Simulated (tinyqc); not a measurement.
Leakage through a gate insulator: direct, Fowler-Nordheim, trap-assisted and Poole-Frenkel currents: one step, computed by the program tinyqc. Command: `OMP_NUM_THREADS=1 python tinyqc.py 3011830 3011831 out.jsonl oxideleak walk`. One thread of a shared host (Intel(R) Xeon(R) Processor @ 2.30GHz), about 0.01 s of CPU time with the checks.

Electrons enter from the cathode Fermi level at x = 0; the conduction band of the insulator lies phi_b - e F x above it, F = V/t. WKB exponents use a parabolic band with mass m.

Problem. Poole-Frenkel bound. Poole-Frenkel emission over the lowered barrier of a charged trap: lowering sqrt(e F/(pi eps_opt eps_0)); J_PF = e N_t^(2/3) nu_0 exp(-(phi_t - lowering)/k_B T), one sheet of traps emitting with supply unlimited (an upper bound).

Inputs (values chosen for the exercise, with an insulator like SiO2):
```
quantity                          value   unit
thickness t                         1.8     nm
optical constant eps_opt           2.17      -
voltage across the insulator V     0.53      V
trap depth phi_t                    1.8     eV
trap density N_t                2.3e+17  cm^-3
attempt rate nu_0                 4e+12    1/s
temperature T                       250      K
```

Constants: e = 1.602176634e-19 C; eps_0 = 8.8541878128e-12 F/m; k_B = 8.617333262e-05 eV/K.

Give: barrier lowering; Poole-Frenkel bound J_PF.

Solution.

barrier lowering = 0.88405 eV

Poole-Frenkel bound J_PF = 8.2519e-14 A/cm^2

Caution: the film is too thin for the Poole-Frenkel picture (the lowering is a large part of the whole drop, or the traps are further apart than the film is thick), so J_PF is only nominal.
